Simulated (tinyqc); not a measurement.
Koster-Slater impurity in an sp3s* host: sweeps and comparisons. A value that a table varies takes the place of the one given here.

sp3s* tight binding, nearest neighbours only: anion (a) at 0, cation (c) at a/4 (1,1,1), orbitals s, px, py, pz, s* on each; k in units of 2 pi/a. With phases e_j = exp(i (pi/2) k.n_j) for n = (1,1,1), (1,-1,-1), (-1,1,-1), (-1,-1,1): g0 = (e1+e2+e3+e4)/4, g1 = (e1+e2-e3-e4)/4, g2 = (e1-e2+e3-e4)/4, g3 = (e1-e2-e3+e4)/4. The diagonal holds the levels Esa, Epa, Exa (s*) and Esc, Epc, Exc. Anion-cation block: <sa|sc> = Vss g0; <sa|xc> = Vsapc g1; <xa|sc> = -Vscpa g1; <xa|xc> = Vxx g0; <xa|yc> = <ya|xc> = Vxy g3, <xa|zc> = <za|xc> = Vxy g2, <ya|zc> = <za|yc> = Vxy g1; <s*a|xc> = Vxapc g1; <xa|s*c> = -Vpaxc g1; y and z take g2 and g3 in place of g1; s-s* and s*-s* vanish.

A defect on a cation site (c) shifts the s level there by Vs or the three p levels by Vp and leaves the rest. A level in the gap solves 1/Vs = G_s(E) (symmetry A1) or 1/Vp = G_p(E) (T2, threefold), with G(E) = (1/N^3) sum over k and bands of w/(E - e), where w is the weight of the state on the s orbital of that site, or the mean weight on its px, py, pz. Mesh: k = f1 (-1,1,1) + f2 (1,-1,1) + f3 (1,1,-1), f = (j + 1/2)/N, j = 0 to N - 1. Energies from the top of the valence band at Gamma; the s* orbital of the site is left as it is. An infinite shift removes the s or p orbitals, the model of the ideal vacancy: G(E) = 0.

Values chosen for the exercise (out of a larger set: near a published set for SiC; not measured data):
- p = (-8.426, 2.124, -4.828, 4.32, 9.648, 9.379, -12.373, 3.018, 5.928, 9.549, 9.241, 8.671, 4.397) eV (order Esa, Epa, Esc, Epc, Exa, Exc, Vss, Vxx, Vxy, Vsapc, Vscpa, Vxapc, Vpaxc)
- N = 5 (mesh)
- V = -13.9 eV (shift of the p levels)

## Level against strength of the defect

Eg (smallest gap of the host) = 2.37995 eV

A dash: no level in the gap from 0 to Eg. The last row is the ideal vacancy.

Levels (eV above the valence band):

| shift (eV) | A1 | T2 |
|---|---|---|
| -40 | 1.197 | 1.150 |
| -20 | 2.161 | 1.466 |
| -12 | - | 1.789 |
| -8 | - | 2.036 |
| -5 | - | 2.238 |
| -3 | - | 2.348 |
| +3 | - | - |
| +5 | - | - |
| +8 | - | - |
| +12 | - | 0.028 |
| +20 | - | 0.244 |
| +40 | - | 0.495 |
| vacancy | - | 0.810 |

How do the results move?

A1: a level lies in the gap for the attractive shifts -20 and -40 eV, and no repulsive one does; G has no zero in the gap, so there is no vacancy level there and a strong enough shift drives the level out through the far edge. T2: a level lies in the gap for the attractive shifts -3, -5, -8, -12, -20 and -40 eV and for the repulsive +12, +20 and +40 eV; both branches tend to the vacancy level, 0.810 eV, which pins them. A level passes the edges where the shift equals 1/G, a value that is sensitive to the mesh there: on this one 1/G(0) = -331.6 and 1/G(Eg) = -16.9 eV for s, 11.1 and -2.2 eV for p.

## Convergence with the mesh

The same level (G_p = 1/V) on meshes of growing size; a dash: no level from 0 to Eg.

Mesh:

| N | points | G_p(Eg/2) (1/eV) | level (eV) |
|---|---|---|---|
| 2 | 8 | -0.02692 | 1.7139 |
| 3 | 27 | -0.02785 | 1.6941 |
| 4 | 64 | -0.02794 | 1.6927 |
| 6 | 216 | -0.02795 | 1.6926 |
| 8 | 512 | -0.02795 | 1.6926 |

How do the results move?

Against N = 8, G at mid-gap is off by +0.00103 at N = 2 and 0.00000 1/eV at N = 6; the level moves by 0.0 meV from N = 6 to 8. Errors in G are magnified in the level by 1/|dG/dE|, and a level near a band edge needs the finest mesh, since the sum there is ruled by few points.

Program tinyqc; command `OMP_NUM_THREADS=1 python tinyqc.py 1452167 1452168 out.jsonl`; about 0.1 s on one thread of a shared Intel(R) Xeon(R) Processor @ 2.30GHz.
